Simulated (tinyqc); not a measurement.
Round or elliptic silicon nanowire with anisotropic valleys (Ritz method): sweeps and comparisons. A value that a table varies takes the place of the one given here.

Wire along x = [100] on a (001) wafer, y = [010], z = [001]. Valley groups, two valleys each (w = inverse masses): A, axis along z: w_y = 1/mt, w_z = 1/ml, m_x = mt; B, axis along y: w_y = 1/ml, w_z = 1/mt, m_x = mt; C, axis along x: w_y = w_z = 1/mt, m_x = ml.

Hard wall on the ellipse (y/a)^2 + (z/b)^2 = 1, c = hbar^2/2m0. With u = y/a, v = z/b the operator is -c [(w_y/a^2) d2/du2 + (w_z/b^2) d2/dv2] on the unit disc. Basis (1 - u^2 - v^2) u^i v^j; S, X and Y are the disc integrals of f f', (df/du)(df'/du) and (df/dv)(df'/dv), from the integral of u^p v^q = 2 Gamma((p+1)/2) Gamma((q+1)/2)/((p + q + 2) Gamma((p+q+2)/2)) for even p, q; H = c (w_y X/a^2 + w_z Y/b^2).

Converged values use 21 functions of each parity class (e or o in u, then in v).

Constants: hbar^2/2m0 = 3.80998211 eV angstrom^2.

Inputs chosen for the exercise (near those of a Si nanowire; the results hold for these values, not for the real material): ml = 0.922 m0 (longitudinal mass); mt = 0.192 m0 (transverse mass); a = 17 angstrom (semi-axis along y); b = 22 angstrom (semi-axis along z); asp = (0.4, 0.6, 0.8, 1, 1.3, 1.8, 2.5) (ratios a/b); area = 11.7 nm^2 (cross-section, kept fixed); hw = 1.5 (height over mean width).

## Size of the basis

Lowest level of each group with 1, 3, 6 and 21 even functions.

Levels (meV):

| functions | A | B | C |
|---|---|---|---|
| 1 | 231.60 | 165.89 | 328.99 |
| 3 | 217.12 | 158.75 | 316.59 |
| 6 | 216.65 | 158.68 | 316.53 |
| 21 | 216.65 | 158.68 | 316.53 |

What does this show?

One function errs by 6.9 % for A, 4.5 % for B and 3.9 % for C, six by 0.0062, 0.00019 and 9.4e-05 meV. The error grows with the axis ratio of the stretched ellipse (2.84, 1.69, 1.29); for a circle it is 6/5.783 - 1 = 3.7 %.

## Flattening the wire at fixed area

a = sqrt(area x ratio/pi), b = a/ratio, 1 nm^2 = 100 angstrom^2; lowest level of each group.

Levels (eV):

| a/b | a (angstrom) | b (angstrom) | A | B | C |
|---|---|---|---|---|---|
| 0.4 | 12.2 | 30.5 | 0.3708 | 0.1418 | 0.4365 |
| 0.6 | 14.9 | 24.9 | 0.2639 | 0.1456 | 0.3467 |
| 0.8 | 17.3 | 21.6 | 0.2122 | 0.1619 | 0.3154 |
| 1.0 | 19.3 | 19.3 | 0.1830 | 0.1830 | 0.3081 |
| 1.3 | 22.0 | 16.9 | 0.1590 | 0.2183 | 0.3182 |
| 1.8 | 25.9 | 14.4 | 0.1432 | 0.2808 | 0.3595 |
| 2.5 | 30.5 | 12.2 | 0.1418 | 0.3708 | 0.4365 |

What can be read from the table?

Each group is lowest where its stretched ellipse is a circle, at a/b = sqrt(w_y/w_z): 2.19 for A, 0.46 for B and 1.00 for C. The lowest group is B in the first row and A in the last, A and B crossing at a/b = 1 by symmetry; B - A is -229 meV in the first row and +229 meV in the last.

## Shape of the cross-section

Equal area, hard walls, lowest level of -c (w_y d2/dy2 + w_z d2/dz2), c = hbar^2/2m0. Rectangle W x H with H/W = hw; ellipse with b/a = hw; trapezoid of height H, base W/0.8 and top 0.6 of the base; isosceles triangle of height H and base 2W. Ellipse, trapezoid and triangle by converged Ritz bases; 1 nm^2 = 100 angstrom^2.

Levels:

| shape | A (eV) | B (eV) | B - A (meV) |
|---|---|---|---|
| rectangle | 0.2743 | 0.1639 | -110.4 |
| ellipse | 0.2430 | 0.1502 | -92.7 |
| trapezoid | 0.2578 | 0.1671 | -90.7 |
| triangle | 0.1949 | 0.2206 | 25.7 |

W = 27.9 angstrom
H = 41.9 angstrom

What can be read from the table?

For group A the order is triangle, ellipse, trapezoid, rectangle, spanning 41 %. For group B the order is ellipse, rectangle, trapezoid, triangle, spanning 47 %. The ellipse lies below the rectangle for both groups, since corners hold little of the wave function. The triangle is lowest for A, whose light mass lies across the width and gains from the wide base. The spacing B - A of the valley groups runs from -110 to 26 meV.

## What each parameter does

Lowest level of groups A and B. Each row changes one parameter from the base and keeps the others.

Results:

| case | A (eV) | B (eV) | B - A (meV) |
|---|---|---|---|
| base | 0.2166 | 0.1587 | -58.0 |
| a = 20 angstrom | 0.1646 | 0.1465 | -18.1 |
| b = 20 angstrom | 0.2228 | 0.1828 | -40.0 |
| ml = 1.033 m0 | 0.2134 | 0.1540 | -59.4 |
| mt = 0.211 m0 | 0.1998 | 0.1483 | -51.5 |

What can be read from the table?

The largest shifts from the base row, up to three for each result and ties (the steps differ in size, so this ranks the rows, not the parameters). A (eV): a -0.0521, mt -0.0168, b +0.0062. B (eV): b +0.0241, a -0.0122, mt -0.0104. B - A (meV): a +39.9, b +18.0, mt +6.4.

(tinyqc, `OMP_NUM_THREADS=1 python tinyqc.py 1280701 1280702 out.jsonl`, Intel(R) Xeon(R) Processor @ 2.30GHz, 1 thread, shared host, about 0.05 s.)
